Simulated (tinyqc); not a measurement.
# Current crowding under a contact, resistor ladder against the transmission-line model, step by step

Numbers from tinyqc (`OMP_NUM_THREADS=1 python tinyqc.py 2760160 2760161 out.jsonl`; about 0.01 s on one thread of a shared Intel Xeon 2.30GHz). Printed values are rounded.

A metal contact of length d and width W on a thin layer of the same width. The metal has no resistance, the sheet resistance under it equals Rsh, and current enters the layer at the front edge x = 0.

Inputs (values chosen for the exercise):
- Rsh = 870 ohm/sq (sheet resistance of the semiconductor layer)
- rc = 1.8e-6 ohm cm^2 (specific contact resistivity)
- d = 0.073 um (contact length)
- W = 86 um (contact width)
- n = 7 (cells)
- I = 5 mA (current)

## Conductances of the ladder

Cut the contact into n cells of length hc = d/n. Neighbouring cell centres are joined by a = W/(Rsh hc), each centre joins the metal (0 V) by g = W hc/rc, and I enters cell 1 through half a cell: -a v_(i-1) + b_i v_i - a v_(i+1) = I for i = 1 and 0 otherwise, b_i = g + 2 a (g + a at both ends). Rc = v_1/I + 1/(2 a).

a = 9.47882 S
g = 0.00498254 S

| cell | b_i (S) |
|---|---|
| 1 | 9.48380 |
| 2 | 18.9626 |
| 3 | 18.9626 |
| 4 | 18.9626 |
| 5 | 18.9626 |
| 6 | 18.9626 |
| 7 | 9.48380 |

## Voltages and the share of the current

Cut the contact into n cells of length hc = d/n. Neighbouring cell centres are joined by a = W/(Rsh hc), each centre joins the metal (0 V) by g = W hc/rc, and I enters cell 1 through half a cell: -a v_(i-1) + b_i v_i - a v_(i+1) = I for i = 1 and 0 otherwise, b_i = g + 2 a (g + a at both ends). Rc = v_1/I + 1/(2 a). Cell i passes g v_i to the metal.

| cell | v_i (mV) | share of the current (%) |
|---|---|---|
| 1 | 144.335 | 14.3831 |
| 2 | 143.884 | 14.3381 |
| 3 | 143.508 | 14.3007 |
| 4 | 143.207 | 14.2707 |
| 5 | 142.982 | 14.2483 |
| 6 | 142.832 | 14.2333 |
| 7 | 142.757 | 14.2258 |

Rc of the ladder = 28.9198 ohm

The first cell passes 14.4 % of the current and the last 14.2 %; an even spread would give 14.3 % each.

## The transmission-line result

Transfer length Lt = sqrt(rc/Rsh); front resistance Rc = (Rsh Lt/W) coth(d/Lt); end resistance Re = (Rsh Lt/W)/sinh(d/Lt). v(x) = I (Rsh Lt/W) cosh((d - x)/Lt)/sinh(d/Lt) at the cell centres x = (i - 1/2) d/n.

Lt = 0.454859 um
Rc = 28.9173 ohm
Re = 28.5488 ohm

| cell | v(x) (mV) |
|---|---|
| 1 | 144.332 |
| 2 | 143.881 |
| 3 | 143.505 |
| 4 | 143.204 |
| 5 | 142.979 |
| 6 | 142.829 |
| 7 | 142.754 |

The ladder's Rc is within 0.01 % of this value, with cells 0.023 Lt long.
